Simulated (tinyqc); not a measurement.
Coupled-perturbed Hartree-Fock on RHF in the sto-3g basis, for H3-, spin multiplicity 1, step by step. The basis has no diffuse functions, so it cannot describe the extra electron: this is an exercise in the method, not the real anion. One step of it, computed by the program tinyqc.

Problem. Coupled step 2. U_ai = -(mu_ai + sum_bj [4 (ai|bj) - (ab|ij) - (aj|bi)] U_bj) / (e_a - e_i); alpha = -4 sum U_ai mu_ai.

U after step 1:
```
          i1         i2
a3  0.020541  -1.395309
```

dipole integrals <a|z|i> (bohr):
```
           i1        i2
a3  -0.026338  1.308536
```

orbital energies (hartree): MO1 -0.180459, MO2 0.212135, MO3 1.249269

Two-electron integrals over orbitals (pq|rs), unique and non-zero (hartree):
```
(11|11) 0.566247    (21|11) -0.001399   (21|21) 0.162538    (22|11) 0.506068
(22|21) 0.001493    (22|22) 0.548732    (31|11) 0.081089    (31|21) 0.000848
(31|22) -0.033381   (31|31) 0.132687    (32|11) 0.001366    (32|21) -0.137656
(32|22) -0.001538   (32|31) -0.000370   (32|32) 0.139412    (33|11) 0.592407
(33|21) -0.000675   (33|22) 0.528084    (33|31) 0.099205    (33|32) 0.000864
(33|33) 0.658076
```

Give: U after step 2; polarisability.

Solution.

U after step 2:
```
       i1      i2
a3  0.021  -1.409
```

polarisability = 7.380 bohr^3
